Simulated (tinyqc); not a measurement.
Depth and level of a trap from the time ratio.

Inverse problem. For an oxide trap tc/te = exp(E/Vt) with E = E0 - dpsi - (xt/tox)(Vg - VT - dpsi), dpsi being the rise of the surface potential above its value at threshold. Find xt and E0, and the depth that would be read if dpsi were ignored.

Inputs (values chosen for the exercise):
- T = 350 K (temperature)
- tox = 3.6 nm (insulator thickness)

Constants: q = 1.602176634e-19 C, kB = 1.380649e-23 J/K, Vt = kB T/q. Results are converted to the units shown.

Vg - VT (V): 0.15  0.3
tc/te: 1.9678230  0.25672364
dpsi (V): 0.048600103  0.071056013

Solution. E + dpsi is a straight line in the oxide voltage Vg - VT - dpsi with slope -xt/tox and intercept E0. Ignoring dpsi assigns the motion of the bands to the trap and overstates its depth.

xt = 1.100 nm
E0 = 0.1000 eV
depth read without dpsi = 1.474 nm

tinyqc, about 0.01 s, one thread, Intel Xeon 2.30GHz (shared host): `OMP_NUM_THREADS=1 python tinyqc.py 2710006 2710007 out.jsonl`
